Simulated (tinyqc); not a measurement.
CCSD on RHF in the 3-21g basis, for H2, spin multiplicity 1, step by step. Computed by tinyqc, a small Python program that keeps every step (integrals from PySCF). Settings: charge = 0, multiplicity = 1, basis = 3-21g, method = RHF, energy threshold = 1e-10, iteration cap = 84, orthogonalisation = symmetric, start = core, DIIS depth = 6, amplitude equations = CCSD, DIIS depth for amplitudes = 4, cap on updates = 56. Command: `OMP_NUM_THREADS=1 python tinyqc.py 21729 21730 out.jsonl` (the two numbers bound the seeds that draw the settings). One thread of a shared host (Intel(R) Xeon(R) Processor @ 2.60GHz), about 0.2 s of CPU time with the checks. The early iterations of the SCF are left out here.

## One-electron integrals

Geometry (angstrom):
```
atom         x         y         z
H     0.000000  0.000000  0.000000
H     0.000000  0.000000  0.998000
```

Basis 3-21g: exponents (1/bohr^2) and contraction coefficients of normalised primitives:
```
element  l (shell)  exponent  coefficient
H            s (1)  5.447178     0.156285
H            s (1)  0.824547     0.904691
H            s (2)  0.183192     1.000000
```

Overlap, kinetic and nuclear-attraction integrals over the contracted functions; the nuclear repulsion is the sum of Za Zb / Rab.

nuclear repulsion = 0.53023769 hartree

overlap S:
```
          1H 1s     1H 2s     2H 1s     2H 2s
1H 1s  1.000000  0.645899  0.201174  0.377195
1H 2s  0.645899  1.000000  0.377195  0.721958
2H 1s  0.201174  0.377195  1.000000  0.645899
2H 2s  0.377195  0.721958  0.645899  1.000000
```

kinetic energy T (hartree):
```
           1H 1s     1H 2s      2H 1s     2H 2s
1H 1s   1.549405  0.293152  -0.013282  0.109653
1H 2s   0.293152  0.274788   0.109653  0.155298
2H 1s  -0.013282  0.109653   1.549405  0.293152
2H 2s   0.109653  0.155298   0.293152  0.274788
```

nuclear attraction V (hartree):
```
           1H 1s      1H 2s      2H 1s      2H 2s
1H 1s  -2.250889  -1.122732  -0.404096  -0.674618
1H 2s  -1.122732  -1.156804  -0.674618  -0.888807
2H 1s  -0.404096  -0.674618  -2.250889  -1.122732
2H 2s  -0.674618  -0.888807  -1.122732  -1.156804
```

core Hamiltonian H = T + V (hartree):
```
           1H 1s      1H 2s      2H 1s      2H 2s
1H 1s  -0.701484  -0.829580  -0.417378  -0.564964
1H 2s  -0.829580  -0.882016  -0.564964  -0.733510
2H 1s  -0.417378  -0.564964  -0.701484  -0.829580
2H 2s  -0.564964  -0.733510  -0.829580  -0.882016
```

## Two-electron integrals

Functions are numbered as in S; the eight-fold symmetry (ij|kl) = (ji|kl) = (kl|ij) leaves the list below.

Two-electron integrals (ij|kl) in chemists' order, unique and non-zero (hartree):
```
(11|11) 1.140145   (21|11) 0.611403   (21|21) 0.345152   (22|11) 0.626370
(22|21) 0.380329   (22|22) 0.482957   (31|11) 0.170882   (31|21) 0.099326
(31|22) 0.114259   (31|31) 0.041695   (32|11) 0.224818   (32|21) 0.138977
(32|22) 0.181308   (32|31) 0.063671   (32|32) 0.117069   (33|11) 0.524409
(33|21) 0.332414   (33|22) 0.456488   (33|31) 0.170882   (33|32) 0.347588
(33|33) 1.140145   (41|11) 0.347588   (41|21) 0.197420   (41|22) 0.219777
(41|31) 0.063671   (41|32) 0.091412   (41|33) 0.224818   (41|41) 0.117069
(42|11) 0.414016   (42|21) 0.253896   (42|22) 0.330633   (42|31) 0.089827
(42|32) 0.154805   (42|33) 0.414016   (42|41) 0.154805   (42|42) 0.251728
(43|11) 0.332414   (43|21) 0.209298   (43|22) 0.286210   (43|31) 0.099326
(43|32) 0.197420   (43|33) 0.611403   (43|41) 0.138977   (43|42) 0.253896
(43|43) 0.345152   (44|11) 0.456488   (44|21) 0.286210   (44|22) 0.395749
(44|31) 0.114259   (44|32) 0.219777   (44|33) 0.626370   (44|41) 0.181308
(44|42) 0.330633   (44|43) 0.380329   (44|44) 0.482957
```

## Orthogonalisation

S = U s U^T; symmetric (Loewdin) form X = U s^(-1/2) U^T, so that X^T S X = 1.

eigenvalues of S: 0.164261  0.405855  0.912608  2.517277

X:
```
           1H 1s      1H 2s      2H 1s      2H 2s
1H 1s   1.239308  -0.482635  -0.023468   0.027442
1H 2s  -0.482635   1.617754   0.027442  -0.633620
2H 1s  -0.023468   0.027442   1.239308  -0.482635
2H 2s   0.027442  -0.633620  -0.482635   1.617754
```

## Iteration 8 (converged): orbitals

converged F (hartree):
```
           1H 1s      1H 2s      2H 1s      2H 2s
1H 1s   0.213764  -0.422526  -0.401437  -0.414571
1H 2s  -0.422526  -0.317572  -0.414571  -0.377433
2H 1s  -0.401437  -0.414571   0.213764  -0.422526
2H 2s  -0.414571  -0.377433  -0.422526  -0.317572
```

Diagonalise F' = X^T F X, C = X C', fill 1 alpha and 1 beta electrons from the bottom; D = 2 C_occ C_occ^T. Each column has its largest component positive (the first on a tie).

F' = X^T F X (hartree):
```
           1          2          3          4
1   0.755979  -0.624777  -0.250845  -0.135090
2  -0.624777   0.259864  -0.135090  -0.221884
3  -0.250845  -0.135090   0.755979  -0.624777
4  -0.135090  -0.221884  -0.624777   0.259864
```

orbital energies (hartree): MO1 -0.523400, MO2 0.188660, MO3 1.066513, MO4 1.299911

coefficients C:
```
            MO1        MO2        MO3        MO4
1H 1s  0.251978   0.149087   0.882747  -0.951401
1H 2s  0.368449   1.180756  -0.672388   1.127052
2H 1s  0.251978  -0.149087   0.882747   0.951401
2H 2s  0.368449  -1.180756  -0.672388  -1.127052
```

D after iteration 8:
```
          1H 1s     1H 2s     2H 1s     2H 2s
1H 1s  0.126986  0.185682  0.126986  0.185682
1H 2s  0.185682  0.271509  0.185682  0.271509
2H 1s  0.126986  0.185682  0.126986  0.185682
2H 2s  0.185682  0.271509  0.185682  0.271509
```

## Convergence

Stop when the energy changes by less than 1e-10 hartree and every element of the error matrix X^T (F D S - S D F) X is below 3e-06.

Course of the cycle:
```
iteration  E (hartree)     change  largest element of the error matrix
1          -1.06064527          -                             1.44e-01
2          -1.09103193  -3.04e-02                             2.21e-02
3          -1.09175545  -7.24e-04                             2.59e-05
4          -1.09175545  -8.28e-10                             1.07e-05
5          -1.09175545  -1.02e-10                             6.71e-06
6          -1.09175545  -3.12e-11                             4.89e-06
7          -1.09175545  -1.35e-11                             3.85e-06
8          -1.09175545  -2.20e-11                             1.12e-09
```

PySCF RHF in the same basis = -1.09175545 hartree

Converged in 8 iterations.

## Integrals over molecular orbitals

(pq|rs) = sum C_ip C_jq C_kr C_ls (ij|kl), one index at a time.

one-electron integrals over orbitals h = C^T H C (hartree):
```
           1          2          3         4
1  -1.098593   0.000000  -0.131876  0.000000
2   0.000000  -0.613046   0.000000  0.190939
3  -0.131876   0.000000   0.106414  0.000000
4   0.000000   0.190939   0.000000  0.243363
```

Two-electron integrals over orbitals (pq|rs), unique and non-zero (hartree):
```
(11|11) 0.575193    (21|21) 0.114426    (22|11) 0.458066    (22|22) 0.422224
(31|11) 0.131876    (31|22) 0.071606    (31|31) 0.095480    (32|21) 0.014122
(32|32) 0.039283    (33|11) 0.527790    (33|22) 0.428156    (33|31) 0.125734
(33|33) 0.509812    (41|21) -0.079448   (41|32) -0.052249   (41|41) 0.106495
(42|11) -0.135193   (42|22) -0.074228   (42|31) -0.082335   (42|33) -0.125578
(42|42) 0.083621    (43|21) -0.128504   (43|32) -0.044355   (43|41) 0.127026
(43|43) 0.187546    (44|11) 0.581522    (44|22) 0.469953    (44|31) 0.172036
(44|33) 0.562967    (44|42) -0.164092   (44|44) 0.649778
```

## CCSD: starting amplitudes

t_ij^ab = <ij||ab> / (e_i + e_j - e_a - e_b), whose energy is MP2.

Starting amplitudes (spin orbitals 1a, 1b, ...; amplitudes related by a flip of all spins are not repeated):
```
from      to          t
1a 1b  2a 2b  -0.080349
1a 1b  2a 4b   0.031336
1a 1b  3a 3b  -0.030027
1a 1b  4a 4b  -0.029204
```

correlation energy = -0.02015022 hartree

## CCSD: amplitude update 1

t_i^a D_i^a and t_ij^ab D_ij^ab are set to the remaining terms of the spin-orbital equations, evaluated with the old amplitudes; for the doubles these are <ij||ab> + 1/2 <ab||ef> t_ij^ef + 1/2 <mn||ij> t_mn^ab + P(ij)P(ab) <mb||ej> t_im^ae + terms in t^2 + terms with t1, D the orbital-energy denominators.

Amplitudes after update 1 (spin orbitals 1a, 1b, ...; amplitudes related by a flip of all spins are not repeated):
```
from      to          t
1a 1b  2a 2b  -0.115995
1a 1b  2a 4b   0.043586
1a 1b  3a 3b  -0.034134
1a 1b  4a 4b  -0.033230
1a        3a   0.006493
```

correlation energy = -0.02699238 hartree

## CCSD: amplitude update 2

As before.

Amplitudes after update 2 (spin orbitals 1a, 1b, ...; amplitudes related by a flip of all spins are not repeated):
```
from      to          t
1a 1b  2a 2b  -0.131890
1a 1b  2a 4b   0.048970
1a 1b  3a 3b  -0.034121
1a 1b  4a 4b  -0.033732
1a        3a   0.009774
```

correlation energy = -0.02971397 hartree

## CCSD: convergence

E_corr = 1/4 sum <ij||ab> t_ij^ab + 1/2 sum <ij||ab> t_i^a t_j^b; stop when the norm of the change is below 1e-8.

Course of the amplitude iterations:
```
update  correlation energy (hartree)  norm of the change
0                        -0.02015022                   -
1                        -0.02699238            8.06e-02
2                        -0.02971397            3.56e-02
3                        -0.03181684            1.60e-02
4                        -0.03179714            3.32e-04
5                        -0.03179944            2.64e-05
6                        -0.03179879            4.93e-06
7                        -0.03179879            1.28e-07
8                        -0.03179880            2.67e-08
9                        -0.03179879            4.23e-09
```

Converged amplitudes (spin orbitals 1a, 1b, ...; amplitudes related by a flip of all spins are not repeated):
```
from      to          t
1a 1b  2a 2b  -0.144838
1a 1b  2a 4b   0.053333
1a 1b  4a 4b  -0.033747
1a 1b  3a 3b  -0.033217
1a        3a   0.012273
```

CCSD total energy = -1.12355424 hartree

T1 diagnostic, norm of the one-spin t1 over sqrt(correlated electrons) = 0.008678

Converged in 9 updates, with DIIS from the third.
